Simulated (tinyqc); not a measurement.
Extended Hueckel theory, for BeH2+, step by step. The parameters take no account of the charge, which enters only through the electron count. One step of it, computed by the program tinyqc.

Question. Orbitals. Solve H C = S C e through S^(-1/2); fill by pairs from the bottom, a degenerate level sharing its electrons equally; each orbital has its largest coefficient positive (the first on a tie).

H (eV), lower triangle:
```
             1Be 2s    1Be 2px    1Be 2py    1Be 2pz       2H 1s       3H 1s
1Be 2s   -10.000000
1Be 2px    0.000000  -6.000000
1Be 2py    0.000000   0.000000  -6.000000
1Be 2pz    0.000000   0.000000   0.000000  -6.000000
2H 1s     -9.092196   0.000000  -9.780626  -0.357571  -13.600000
3H 1s     -9.065019   0.000000   9.763510  -0.355925   -0.586290  -13.600000
```

overlap S, lower triangle:
```
           1Be 2s   1Be 2px    1Be 2py   1Be 2pz     2H 1s     3H 1s
1Be 2s   1.000000
1Be 2px  0.000000  1.000000
1Be 2py  0.000000  0.000000   1.000000
1Be 2pz  0.000000  0.000000   0.000000  1.000000
2H 1s    0.434622  0.000000   0.529905  0.019373  1.000000
3H 1s    0.433323  0.000000  -0.528978  0.019284  0.024634  1.000000
```

valence electrons = 3

Give: orbital energies; occupations; coefficients; sum of one-electron energies.

Answer.

orbital energies (eV): -15.6513  -14.4409  -6.0089  -6.0000  2.3067  18.8515

occupations: 2.0000  1.0000  0.0000  0.0000  0.0000  0.0000

coefficients:
```
            MO1      MO2      MO3     MO4      MO5      MO6
1Be 2s   0.3991   0.0004  -0.0601  0.0000   1.1912   0.0069
1Be 2px  0.0000   0.0000   0.0000  1.0000   0.0000   0.0000
1Be 2py  0.0004  -0.2786   0.0000  0.0000  -0.0053   1.5080
1Be 2pz  0.0055   0.0000   0.9981  0.0000   0.0703   0.0004
2H 1s    0.4942  -0.5517   0.0185  0.0000  -0.7246  -0.9530
3H 1s    0.4924   0.5540   0.0186  0.0000  -0.7299   0.9443
```

sum of one-electron energies = -45.7435 eV
